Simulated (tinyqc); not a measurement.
# Lossy package transmission line with skin effect: effect of the width of the strip

A uniform line in a homogeneous dielectric: c = sqrt(er)/(c0 Z0), l = Z0 sqrt(er)/c0 (c0 = 299792458 m/s), g = w c td, w = 2 pi f. The resistance joins its limits as r = sqrt(r_dc^2 + r_hf^2), with r_dc = rho/(wd th), r_hf = kr rho/(2 delta (wd + th)), delta = sqrt(rho/(pi f mu0)), mu0 = 4 pi 1e-7 H/m; this is an interpolation, and internal inductance, up to 0.05 nH/mm at low frequency, is neglected.

gamma = sqrt((r + i w l)(g + i w c)) = alpha + i beta, Zc = sqrt((r + i w l)/(g + i w c)), roots with positive real part; loss 8.685889638 alpha in dB; phase velocity w/beta. ZL = 1/(1/RL + i w CL); reflection (ZL - Zc)/(ZL + Zc); Zin = Zc (ZL + Zc tanh(gamma len))/(Zc + ZL tanh(gamma len)); H = V_load/V_source = [Zin/(Zin + Rg)]/[cosh(gamma len) + (Zc/ZL) sinh(gamma len)]. Z0 is held fixed by scaling the dielectric height.

Inputs (values chosen for the exercise): thickness of the strip th = 12 um; resistivity rho = 1.8 uohm cm; relative permittivity er = 3.5; loss tangent td = 0; lossless impedance sqrt(l/c) Z0 = 50 ohm; factor for crowding and the return path kr = 1.2; length len = 23 mm; source resistance Rg = 50 ohm; load resistance RL = 100 ohm; load capacitance CL = 300 fF; frequency f = 0.41 GHz.

Result of one run:
```
wd (um)	r (ohm/mm)	r/(w l)	loss (dB/mm)	|Zc| (ohm)	phase velocity over c0	length in wavelengths	|H| (dB)
37	0.07754	0.09646	0.006727	50.12	0.5339	0.05892	-3.634
```

What becomes of these results when the width of the strip wd is changed from 37 to 360 um, all else the same?

Result of the changed run:
```
wd (um)	r (ohm/mm)	r/(w l)	loss (dB/mm)	|Zc| (ohm)	phase velocity over c0	length in wavelengths	|H| (dB)
360	0.009652	0.01201	8.383e-4	50.00	0.5345	0.05885	-3.538
```

The whole series:
```
wd (um)	r (ohm/mm)	r/(w l)	loss (dB/mm)	|Zc| (ohm)	phase velocity over c0	length in wavelengths	|H| (dB)
24	0.1095	0.1363	0.009493	50.23	0.5333	0.05898	-3.679
37	0.07754	0.09646	0.006727	50.12	0.5339	0.05892	-3.634
58	0.05300	0.06594	0.004601	50.05	0.5342	0.05888	-3.599
92	0.03515	0.04373	0.003052	50.02	0.5344	0.05886	-3.574
140	0.02385	0.02967	0.002071	50.01	0.5345	0.05885	-3.558
230	0.01489	0.01852	0.001293	50.00	0.5345	0.05885	-3.546
360	0.009652	0.01201	8.383e-4	50.00	0.5345	0.05885	-3.538
560	0.006264	0.007792	5.440e-4	50.00	0.5345	0.05885	-3.534
```

As wd goes from 24 to 560, the loss falls from 0.00949 to 5.44e-4 dB/mm, |Zc| stays near 50.1 ohm and |H| goes from -3.68 to -3.53 dB, with its highest value among the rows, -3.53 dB, at wd = 560.

Program tinyqc, `OMP_NUM_THREADS=1 python tinyqc.py 2810134 2810135 out.jsonl`; Intel Xeon 2.30GHz, shared host, one thread, about 0.01 s.
